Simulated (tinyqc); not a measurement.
# From 2p binding energy back to effective mass m

Model: effective-mass impurity with a central-cell term, in a basis of Slater functions. Computed by tinyqc, a small Python program. Command: `OMP_NUM_THREADS=1 python tinyqc.py 3022998 3022999 out.jsonl centralcell inv`. One thread of a shared host (Intel(R) Xeon(R) Processor @ 2.30GHz), about 0.04 s of CPU time with the checks.

The envelope obeys H = -nabla^2 - (2/r) [Z + A exp(-kappa r)] in effective units, with kappa = a*/lambda; positive A deepens the well near the core.

Inputs (values chosen for the exercise, with mass and screening modelled on GaN):
```
quantity,value,unit
dielectric constant eps,9.14,-
charge Z of the core,1,-
central-cell strength A,8.4,-
central-cell range lambda,1.3,angstrom
```

Impurity: donor, one isotropic band.

Constants: Ry = 13.605693123 eV; a_0 = 0.529177210903 angstrom.

Method:
- Units: Ry* = Ry m/eps^2 and a* = a_0 eps/m, with m in m_0.
- kappa = a*/lambda; the hydrogenic ground state is bound by Z^2 Ry*.
- For s functions exp(-zeta r), with s = zeta_i + zeta_j: S = 2/s^3, T = zeta_i zeta_j S, V = -2 Z/s^2, W = -2 A/(s + kappa)^2; each function is normalised by dividing by sqrt(S_ii S_jj).
- Large basis: zeta_i = 0.06 x 1.6^(i-1), i = 1..22, same formulas; for p functions r exp(-zeta r): S = 24/s^5, T = zeta_i zeta_j S (centrifugal term included), V = -12 Z/s^4, W = -12 A/(s + kappa)^4; overlap eigenvalues below 1e-11 are dropped.
- Binding energies are -E Ry*; the effective quantum number is nu = Z/sqrt(-E); |psi(0)|^2 is given relative to the hydrogenic Z^3/(pi a*^3).

Task: A run gave the result below. Find the effective mass m, known to lie between 0.12 and 0.42 m_0.

2p binding energy = 9.08937 meV

Result:

Each step takes the trial c = (a f_b - b f_a)/(f_b - f_a), f being the result less the target and a, b, c the logarithms of the listed values; c replaces end b, the old b replaces a if the sign of f changed, and otherwise f_a is halved.

Scan of the range:
```
effective mass m (m_0),2p binding energy (meV)
0.120,4.8859
0.148,6.0261
0.182,7.4108
0.224,9.1220
0.277,11.2829
0.341,13.8968
0.420,17.1354
```

False position (Illinois rule, in the logarithm of the input) inside the bracket:
```
step,end a,end b,trial,2p binding energy (meV)
1,0.182000,0.224000,0.223116,9.08593
2,0.224000,0.223116,0.223200,9.08936
3,0.224000,0.223200,0.223200,9.08938
4,0.223200,0.223200,0.223200,9.08937
```

2p binding energy rises at every point of a 13-point scan of the range (every second point is shown), so one value fits; it is bracketed by 0.182 and 0.224. Answer: effective mass m = 0.2232 m_0.

Caution: the density at the core is many times hydrogenic, so the result hangs on the model potential inside one cell, where the envelope picture is weak.
